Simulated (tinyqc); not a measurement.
Comparisons within one model: pi bands of a honeycomb layer in tight binding. A value that a table varies takes the place of the one given here.

Lattice vectors a (1,0) and a (1/2, sqrt3/2); f = exp(i ky a/sqrt3) + 2 cos(kx a/2) exp(-i ky a/(2 sqrt3)), w = |f|. H = [[D - t2 F, -t f], [., -D - t2 F]] with F = w^2 - 3, S = [[1, s0 f], [., 1]]; the levels solve det(H - E S) = 0. K = (4 pi/3a, 0), M = (pi/a, pi/(sqrt3 a)); w = 3, 1, 0 at Gamma, M, K.

Constants: hbar^2/2m0 = 3.80998211 eV angstrom^2.

Parameters, chosen for this exercise (of the size used for graphene; the results hold for these values, not for the real material):

| symbol | value | unit | meaning |
|---|---|---|---|
| a | 2.46 | angstrom | lattice constant |
| t | 2.83 | eV | nearest hopping |
| t2 | 0.1 | eV | second-neighbour hopping |
| s0 | 0 |  | overlap of neighbours |
| D | 0 | eV | +D on A, -D on B |

## How far the cone holds

Upper and lower levels at distance q from K towards Gamma (-x) and towards M (+x), measured from 3 t2; cone: sqrt(D^2 + (hbar v q)^2), hbar v = (sqrt3/2) a (t + 3 t2 s0).

Levels (eV):

| q (1/angstrom) | cone | upper, to Gamma | lower, to Gamma | upper, to M | lower, to M |
|---|---|---|---|---|---|
| 0.02 | 0.1206 | 0.1212 | -0.1216 | 0.1195 | -0.1199 |
| 0.05 | 0.3015 | 0.3054 | -0.3078 | 0.2948 | -0.2970 |
| 0.10 | 0.6029 | 0.6179 | -0.6276 | 0.5758 | -0.5842 |
| 0.15 | 0.9044 | 0.9361 | -0.9585 | 0.8422 | -0.8603 |
| 0.20 | 1.2058 | 1.2585 | -1.2993 | 1.0932 | -1.1238 |
| 0.30 | 1.8087 | 1.9106 | -2.0063 | 1.5464 | -1.6085 |
| 0.40 | 2.4116 | 2.5634 | -2.7389 | 1.9309 | -2.0288 |
| 0.60 | 3.6175 | 3.8310 | -4.2374 | 2.4797 | -2.6435 |

How do the results move?

At q = 0.2 the upper band lies +53 meV from the cone towards Gamma and -113 meV towards M; half their difference, 83 meV, is the trigonal warping, steeper towards Gamma, and their mean, -30 meV, comes from the bending of the band and from t2 or the overlap. All four values stay within 5 % of the cone up to q = 0.1. The electron-hole asymmetry, upper plus lower towards Gamma, is -41 meV at q = 0.2.

## Fermi level against carrier density

hbar v = 6.02910 eV angstrom

Cone with four flavours: n = kF^2/pi, EF = sqrt(D^2 + (hbar v kF)^2), density of states 2 EF/(pi (hbar v)^2), quantum capacitance e^2 times it (1 e^2/(eV angstrom^2) = 1602.177 microF/cm^2), cyclotron mass 2c EF/(hbar v)^2, c = hbar^2/2m0; 1e12/cm^2 = 1e-4/angstrom^2.

Filling:

| n (1e12/cm^2) | kF (1/angstrom) | EF (eV) | Cq (microF/cm^2) | cyclotron mass (m0) |
|---|---|---|---|---|
| 0.10 | 0.00560 | 0.0338 | 0.948 | 0.0071 |
| 0.25 | 0.00886 | 0.0534 | 1.499 | 0.0112 |
| 0.50 | 0.01253 | 0.0756 | 2.120 | 0.0158 |
| 1.00 | 0.01772 | 0.1069 | 2.999 | 0.0224 |
| 2.00 | 0.02507 | 0.1511 | 4.241 | 0.0317 |
| 4.00 | 0.03545 | 0.2137 | 5.997 | 0.0448 |
| 10.00 | 0.05605 | 0.3379 | 9.482 | 0.0708 |
| 20.00 | 0.07927 | 0.4779 | 13.410 | 0.1002 |

How do the results move?

From 1 to 4e12/cm^2 EF rises by a factor 2.000, the square root of four. Capacitance and mass grow in proportion to EF counted from mid-gap, so hardly at all while a large gap term dominates it; in a parabolic band both are constant; Cq is 3.00 microF/cm^2 at 1e12/cm^2, against 3.45 for 1 nm of a dielectric with eps = 3.9.

## What each parameter does

Gap at K, difference at M, and the two levels at Gamma, from (e - E)^2 - D^2 - (t + s0 E)^2 w^2 = 0, e = -t2 (w^2 - 3). Each row changes one parameter from the base and keeps the others.

Results:

| case | gap at K (eV) | difference at M (eV) | lower at Gamma (eV) | upper at Gamma (eV) |
|---|---|---|---|---|
| base | 0.0000 | 5.6600 | -9.0900 | 7.8900 |
| t = 2.9715 eV | 0.0000 | 5.9430 | -9.5145 | 8.3145 |
| t2 = 0.15 eV | 0.0000 | 5.6600 | -9.3900 | 7.5900 |
| s0 = 0.03 | 0.0000 | 5.6771 | -8.3394 | 8.6703 |
| D = 0.1 eV | 0.2000 | 5.6635 | -9.0906 | 7.8906 |
| a = 2.5092 angstrom | 0.0000 | 5.6600 | -9.0900 | 7.8900 |

What can be read from the table?

The largest shifts from the base row, up to three for each result and ties (the steps differ in size, so this ranks the rows, not the parameters). gap at K (eV): D +0.2000; unchanged at the printed digits by t, t2, s0 and a. difference at M (eV): t +0.2830, s0 +0.0171, D +0.0035; unchanged at the printed digits by t2 and a. lower at Gamma (eV): s0 +0.7506, t -0.4245, t2 -0.3000; unchanged at the printed digits by a. upper at Gamma (eV): s0 +0.7803, t +0.4245, t2 -0.3000; unchanged at the printed digits by a. At points fixed by symmetry a drops out; the gap at K is 2D whatever the hoppings.

Computed by tinyqc, a small Python program: `OMP_NUM_THREADS=1 python tinyqc.py 1482040 1482041 out.jsonl` (the numbers bound the seed that draws the inputs); one thread of a shared host (Intel(R) Xeon(R) Processor @ 2.30GHz), about 0.01 s for the whole set of steps.
